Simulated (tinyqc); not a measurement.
Changing the width sigma of ln R: competing polymorphs of an oxide film: bulk, surface, grain-boundary, dopant and field terms. Computed by tinyqc, a small Python program. Command: `OMP_NUM_THREADS=1 python tinyqc.py 3024966 3024967 out.jsonl polymorph sweep`. One thread of a shared host (Intel(R) Xeon(R) Processor @ 2.30GHz), about 0.01 s of CPU time with the checks.

Phases: monoclinic m (reference), polar orthorhombic o, tetragonal t. Free energies per formula unit (f.u.); 1 J/m^2 x angstrom^3/nm = 6.241509 meV.

Inputs (values chosen for the exercise, for a model oxide):
```
quantity                                    value          unit
energy of the polar phase o over m           80.9      meV/f.u.
energy of the tetragonal phase t over m       112      meV/f.u.
entropy of o over m                        0.0045  meV/(f.u. K)
entropy of t over m                         0.072  meV/(f.u. K)
surface energy of m                          3.13         J/m^2
surface energy of o                          2.77         J/m^2
surface energy of t                           2.6         J/m^2
grain-boundary energy over surface energy    0.68             -
volume per formula unit Omega                33.2    angstrom^3
film thickness h                              4.6            nm
temperature T                                 300             K
dopant content x                              3.2             %
shift of o per % of dopant                   -7.9      meV/f.u.
shift of t per % of dopant                    -15      meV/f.u.
interlayer thickness (SiO2)                   1.2            nm
```

Geometry: columnar grains in a film.

permittivities of m, o, t: 22  26  40

Method:
- Bulk term b = H - T S + (shift) x, zero for m. The undoped bulk turns from m to t at T = H_t/S_t.
- With G = b + gamma Omega A (b the bulk free energy per formula unit, A the area per volume), two phases i, j cross at A_ij = (b_j - b_i)/(Omega (gamma_i - gamma_j)); o has a window only if A_mo < A_ot.
- Grain radii are log-normal by volume with median R and width sigma; the share with A above A* is that with radius below R*, R* = f_b/(A* - 2/h) (all grains if A* <= 2/h), share = (1/2) erfc[-ln(R*/R)/(sqrt 2 sigma)]. Effective permittivity of a layer of thickness h built of such grains, taken in parallel: sum of share x eps; EOT = interlayer + 3.9 h/eps.

One run for each value:
```
width sigma of ln R  share of o  effective permittivity
0.1                           0                      40
0.2                           0                      40
0.3                           0                      40
0.4                           0                      40
0.5                           0                      40
0.6                           0                      40
0.7                           0                      40
0.8                           0                      40
```

Over the rows, share of o does not change; effective permittivity does not change.

Extremes, crossings and ranges named in words are read from the listed rows.
